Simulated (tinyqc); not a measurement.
Inside a calculation. Method: UHF in the 6-31g basis, for H2, spin multiplicity 1. One step of it, computed by the program tinyqc.

Task: Orthogonalisation. S = U s U^T; symmetric (Loewdin) form X = U s^(-1/2) U^T, so that X^T S X = 1.

overlap S, lower triangle:
```
          1H 1s     1H 2s     2H 1s     2H 2s
1H 1s  1.000000
1H 2s  0.658292  1.000000
2H 1s  0.062075  0.240959  1.000000
2H 2s  0.240959  0.539454  0.658292  1.000000
```

Give: eigenvalues of S; X.

Result:

eigenvalues of S: 0.2185  0.3704  1.1800  2.2312

X, lower triangle:
```
         1H 1s    1H 2s    2H 1s   2H 2s
1H 1s   1.2543
1H 2s  -0.4998   1.4320
2H 1s   0.0269   0.0292   1.2543
2H 2s   0.0292  -0.4006  -0.4998  1.4320
```
